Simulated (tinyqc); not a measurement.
Changing the coupling Delta_1: valley-orbit splitting of a donor ground state, with strain. Computed by tinyqc, a small Python program. Command: `OMP_NUM_THREADS=1 python tinyqc.py 3013546 3013547 out.jsonl valleyorbit sweep`. One thread of a shared host (Intel(R) Xeon(R) Processor @ 2.30GHz), about 0.01 s of CPU time with the checks.

The basis is the 1s envelope in each valley; energies are counted from the unstrained conduction-band edge. The strain is e_s (a a^T - 1/3) for the unit stress axis a, so valley j along n_j moves by Xi_u e_s w_j with w_j = (n_j.a)^2 - 1/3: +1/6 for x and y, -1/3 for z. The splitting at the zone boundary that a [110] shear adds for <100> valleys is left out.

Inputs (values chosen for the exercise, for a model many-valley semiconductor): single-valley binding energy E_0 = 23.2 meV; central-cell shift Lambda = 4.6 meV; coupling Delta_2 = 3.05 meV; shear deformation potential Xi_u = 9.04 eV; shear strain e_s = 0.002.

Valleys: six along <100>. Stress axis: [110].

Method:
- By symmetry: E(A1) = E_0 + Lambda + 4 Delta_1 + Delta_2 (one state), E(T2) = E_0 + Lambda - Delta_2 (three), E(E) = E_0 + Lambda - 2 Delta_1 + Delta_2 (two), as binding energies.
- H_jj = -(E_0 + Lambda) + Xi_u e_s w_j; H_jk = -Delta_2 between opposite valleys and -Delta_1 between perpendicular ones.
- Diagonalise H; the ground vector has positive components. The density at the nucleus, and so the contact hyperfine coupling, scales as (sum_j c_j)^2/(number of valleys), which is 1 without strain; the envelopes are held fixed.
- The binding energy is counted from the lowest valley edge, min_j Xi_u e_s w_j; the gap is from the ground state to the next level.

One run for each value; columns: (1) coupling Delta_1 (meV); (2) E(A1) (meV); (3) E(T2) (meV); (4) hyperfine ratio A/A_0; (5) binding energy under strain (meV); (6) gap to the first excited state (meV):
```
(1)     (2)    (3)      (4)     (5)     (6)
0.50  32.85  24.75  0.49922  31.092   6.342
0.72  33.73  24.75  0.57577  31.361   6.611
1.00  34.85  24.75  0.66535  31.846   7.096
1.50  36.85  24.75  0.78739  33.038   8.288
2.10  39.25  24.75  0.87368  34.844  10.094
3.00  42.85  24.75  0.93463  37.950  13.200
6.20  55.65  24.75  0.98515  50.147  25.397
```

Give the missing row, coupling Delta_1 (meV) = 4.40.

Computed row; columns: (1) coupling Delta_1 (meV); (2) E(A1) (meV); (3) E(T2) (meV); (4) hyperfine ratio A/A_0; (5) binding energy under strain (meV); (6) gap to the first excited state (meV):
```
(1)     (2)    (3)      (4)     (5)     (6)
4.40  48.45  24.75  0.96978  43.176  18.426
```

Interpolating between the two neighbouring rows (the first column on a logarithmic scale, the others too where they are positive) misses most in binding energy under strain (meV), by 1.8 %. Over the rows, E(A1) (meV) rises from 32.9 to 55.6 (exponent d ln y / d ln x 0.072 between the first rows and 0.40 between the last); E(T2) (meV) does not change; hyperfine ratio A/A_0 rises from 0.499 to 0.985 (exponent d ln y / d ln x 0.39 between the first rows and 0.046 between the last). A larger valley-orbit coupling resists the strain, so A/A_0 moves back towards 1.

Extremes, crossings and ranges named in words are read from the listed rows.
